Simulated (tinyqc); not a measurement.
From results back to parameters: eight-band Kane k.p model. Two cases, with inputs chosen for the exercise.

Problem. In the Kane model 1/m = A_r + Ep (Eg + 2 Dso/3)/(Eg (Eg + Dso)) and the Roth formula gives g* = 2 - 2 Ep Dso/(3 Eg (Eg + Dso)). The mass and the g factor below were computed from hidden Ep and Dso.

Case 1.

Values chosen (out of a larger set: near those of InSb; not measured data): Eg = 0.234 eV (gap at Gamma to the s-like level); A_r = 0 (remote-band term in 1/m).

m = 0.0136569 m0
g* = -48.99002

Case 2.

Values chosen (out of a larger set: near those of InP; not measured data): Eg = 1.424 eV (gap at Gamma to the s-like level); A_r = 0 (remote-band term in 1/m).

m = 0.0697736 m0
g* = 1.31022

Find: X; Y; Ep; Dso.

Solution. Let X = 1/m - A_r and Y = (2 - g*)/2. Then X + Y = Ep/Eg and X - 2 Y = Ep/(Eg + Dso).

Case 1.

X = 73.223
Y = 25.495
Ep = 23.10 eV
Dso = 0.805 eV

Case 2.

X = 14.332
Y = 0.345
Ep = 20.90 eV
Dso = 0.108 eV

Computed by tinyqc, one run a case: `OMP_NUM_THREADS=1 python tinyqc.py N N+1 out.jsonl` with N = 1081164, 1081170; one thread of a shared Intel(R) Xeon(R) Processor @ 2.30GHz, about 0.05 s a run at most.
